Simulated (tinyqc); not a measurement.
# Octagonal on-chip spiral inductor, lumped pi model: effects of single changes

Outer diameter do = di + 2 n wd + 2 (n - 1) sp, mean da = (do + di)/2, fill p = (do - di)/(do + di), length l = 3.314 n da. L = 2.25 mu0 n^2 da/(1 + 3.55 p), mu0 = 4 pi 1e-7 H/m. Rs = rho l/(wd delta (1 - exp(-th/delta))), delta = sqrt(rho/(pi f mu0)). Cs = n wd^2 eps0 eo/hu across the coil. At each end Cox = l wd eps0 eo/(2 ho) leads to the substrate branch Rsi = 2 rs he/(l wd) in parallel with Csi = l wd eps0 11.7/(2 he). With one end grounded Y = 1/(Rs + i w L) + i w Cs + 1/[1/(i w Cox) + 1/(1/Rsi + i w Csi)], w = 2 pi f; Q = -Im Y/Re Y. Eddy currents in neighbouring turns and in the substrate are left out.

Values chosen for this exercise; values of the order met in silicon radio-frequency processes:
```
symbol  value     unit                                     meaning
n         2.5                                      number of turns
wd          4       um                                  line width
sp          3       um                         space between turns
di        140       um                              inner diameter
th          4       um                             metal thickness
rho       1.9  uohm cm                           metal resistivity
ho        9.8       um                        oxide below the coil
hu        0.7       um            oxide between coil and underpass
eo        4.1                   relative permittivity of the oxide
rs        100   ohm cm                       substrate resistivity
he         80       um  effective spreading depth in the substrate
f        0.88      GHz                                   frequency
```

Constants: eps0 = 8.8541878128e-12 F/m. Results are converted to the units shown.

Each table varies one quantity; the others keep the values above.

## Quality factor against frequency

Apparent inductance Im(1/Y)/w; share of the loss Re(substrate branch)/Re Y.

Quality factor against frequency:

| f (GHz) | Rs (ohm) | w L/Rs | Q | apparent inductance (nH) | loss in the substrate (%) |
|---|---|---|---|---|---|
| 0.87 | 3.162 | 3.540 | 3.536 | 2.048 | 0.06214 |
| 1.4 | 3.708 | 4.858 | 4.847 | 2.049 | 0.1481 |
| 2.3 | 4.486 | 6.598 | 6.562 | 2.052 | 0.3396 |
| 3.8 | 5.562 | 8.792 | 8.678 | 2.058 | 0.7511 |
| 6.2 | 6.975 | 11.44 | 11.10 | 2.077 | 1.583 |
| 10 | 8.792 | 14.64 | 13.64 | 2.125 | 3.212 |
| 17 | 11.43 | 19.13 | 15.93 | 2.289 | 6.863 |
| 27 | 14.40 | 24.12 | 15.40 | 2.789 | 12.85 |
| 44 | 18.38 | 30.80 | 6.835 | 6.922 | 23.47 |

What does the comparison show?

Q goes from 3.54 through a maximum of 15.9 (at f = 17 GHz among the rows listed) to 6.83; the exact peak is 16.2 at 20.6 GHz and Q reaches zero at the self-resonance, 52.2 GHz. The share of the substrate rises from 0.0621 to 23.5 %, and the apparent inductance ends at 3.38 times L. At the peak the substrate takes 8.93 % of the loss. For f = 27, 44 the coil is longer than 0.15 of a wavelength in the oxide, where one lumped section is rough.

## Effect of the oxide below the coil

Same model as above.

Peak Q and its frequency from a search over f; self-resonance where Im Y = 0; Q at the given f (negative beyond resonance).

The same in every row: L (nH) = 2.048; do (um) = 169.0.

Results:

| ho (um) | peak Q | f of the peak (GHz) | self-resonance (GHz) | Q at f |
|---|---|---|---|---|
| 1 | 14.92 | 18.01 | 48.40 | 3.562 |
| 2 | 15.09 | 18.34 | 48.89 | 3.562 |
| 3 | 15.26 | 18.66 | 49.37 | 3.563 |
| 5 | 15.56 | 19.27 | 50.28 | 3.563 |
| 7 | 15.84 | 19.84 | 51.13 | 3.564 |
| 15 | 16.75 | 21.74 | 54.02 | 3.565 |

Estimate the missing row, ho = 10 um.

Computed row:

| ho (um) | peak Q | f of the peak (GHz) | self-resonance (GHz) | Q at f |
|---|---|---|---|---|
| 10 | 16.21 | 20.61 | 52.30 | 3.564 |

With this row back in the table: As ho goes from 1 to 15, L stays at 2.05 nH, the peak Q rises from 14.9 to 16.8, its frequency rises from 18.0 to 21.7 GHz and the self-resonance rises from 48.4 to 54.0 GHz.

Numbers from tinyqc (`OMP_NUM_THREADS=1 python tinyqc.py 2302066 2302067 out.jsonl`; about 0.01 s on one thread of a shared Intel Xeon 2.30GHz).
